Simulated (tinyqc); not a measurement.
Changing the back recombination velocity S_b: surface photovoltage measurement of the minority-carrier diffusion length in a wafer. Computed by tinyqc, a small Python program. Command: `OMP_NUM_THREADS=1 python tinyqc.py 3130590 3130591 out.jsonl spv sweep`. One thread of a shared host (Intel(R) Xeon(R) Processor @ 2.30GHz), about 0.01 s of CPU time with the checks.

Low injection, steady light, a depletion layer much thinner than 1/alpha and L. The excess density dn is taken at the front edge of the neutral region; light that reaches the back is lost.

Inputs (values chosen for the exercise, modelled on p-type silicon at room temperature):
```
quantity                                             value               unit
diffusion length L                                     230         micrometre
wafer thickness W                                      775         micrometre
diffusivity D                                         30.5             cm^2/s
front recombination velocity S_f                     12000               cm/s
photon flux entering                               3.4e+13         1/(cm^2 s)
minority density at the surface barrier scale n_0  4.5e+10             1/cm^3
temperature T                                          298                  K
wavelength                                             888                 nm
relative noise of each reading                         0.5                  %
diffusion length after pair splitting over L           0.6                  -
iron factor C                                        1e+16  micrometre^2/cm^3
```

normal deviates g for the noise: -0.71  0.36  0.34  -0.27  0.24  -0.15  -1.50

Constants: k_B = 8.617333262e-05 eV/K.

Method:
- alpha = (84.732/lambda - 76.417)^2 per cm with lambda in micrometre (an empirical fit for silicon between 0.7 and 1.05 micrometre).
- Thick wafer: dn = Phi L/((S_f + D/L)(L + 1/alpha)). Finite wafer, with s = S_b L/D, w = W/L, a = alpha L: dn = [Phi a/(a^2 - 1)] [a - B - exp(-alpha W)(a - s)/(cosh w + s sinh w)]/(S_f + B D/L), B = (sinh w + s cosh w)/(cosh w + s sinh w).
- Photovoltage V = (k_B T/e) ln(1 + dn/n_0). Lifetime = L^2/D.
- Readings y = (Phi/dn) (1 + noise x g) at 780, 830, 880, 920, 950, 975 and 995 nm; a least-squares line y = c (1/alpha + L_app) gives L_app = intercept/slope.
- Splitting iron-boron pairs in boron-doped silicon shortens L; with nothing else changing, [Fe] = C (1/L_after^2 - 1/L^2). It is evaluated with the true lengths and with the apparent ones (without noise), which differ when the wafer is not thick against L.

One run for each value; columns: (1) back recombination velocity S_b (cm/s); (2) apparent length L_app (micrometre); (3) B; (4) dn, finite wafer (1/cm^3); (5) bias, apparent over true less 1 (rounded to 0.001) (%):
```
(1)         (2)    (3)        (4)     (5)
1.00e+00  236.5  0.998  2.278e+09   0.820
1.00e+01  236.4  0.998  2.278e+09   0.808
1.00e+02  236.2  0.998  2.278e+09   0.699
1.00e+03  234.8  1.000  2.277e+09   0.076
1.00e+04  233.0  1.002  2.276e+09  -0.690
1.00e+05  232.6  1.002  2.276e+09  -0.860
1.00e+06  232.5  1.002  2.276e+09  -0.879
1.00e+07  232.5  1.002  2.276e+09  -0.881
```

What does the table show?

Over the rows, apparent length L_app (micrometre) falls from 236.5 to 232.5; B rises from 0.9976 to 1.002; dn, finite wafer (1/cm^3) falls from 2.2785e9 to 2.2759e9.

Extremes, crossings and ranges named in words are read from the listed rows.
